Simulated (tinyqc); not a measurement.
# Worked calculation: ellipsometry and reflectance of a transparent film on an absorbing substrate

Program tinyqc, `OMP_NUM_THREADS=1 python tinyqc.py 2870134 2870135 out.jsonl`; Intel Xeon 2.30GHz, shared host, one thread, about 0.01 s. Printed values are rounded.

Air (index 1), film, substrate with N2 = n2 - i k2; time factor exp(+i w t). q_j = sqrt(N_j^2 - sin^2 th), root with positive real part. Fresnel coefficients r_s = (q_a - q_b)/(q_a + q_b), r_p = (N_b^2 q_a - N_a^2 q_b)/(N_b^2 q_a + N_a^2 q_b). tan(Psi) exp(i Delta) = R_p/R_s, Delta taken from 0 to 360 degrees.

Inputs (values chosen for the exercise); indices close to those of silicon nitride on silicon:
- lam = 800 nm (wavelength)
- th = 75 degrees (angle of incidence)
- n1 = 2.039 (index of the transparent film)
- d = 400 nm (film thickness)
- n2 = 3.692 (index of the substrate)
- k2 = 0.0065 (extinction coefficient of the substrate)

## Interface coefficients and thickness period

q0, q1, q2 and the coefficients r01 and r12 for p and s; the results repeat in d with the period lam/(2 q1).

q0 = 0.258819
q1 = 1.79569
q2 = 3.56340-0.00673i
r01,p = -0.250596
r01,s = -0.748048
r12,p = 0.245902-0.000766i
r12,s = -0.329854+0.000842i
period = 222.755 nm

## Psi, Delta and reflectances

beta = 2 pi d q1/lam, X = exp(-2 i beta), R = (r01 + r12 X)/(1 + r01 r12 X) for p and s.

beta = 5.64133 rad
X = 0.283161+0.959072i
R_p = -0.197170+0.227999i
R_s = -0.812399-0.115844i
Psi = 20.1693 degrees
Delta = 302.737 degrees
|R_p|^2 = 0.0908598
|R_s|^2 = 0.673411

The bare substrate gives Psi = 0.3359 and Delta = 9.2759 degrees.
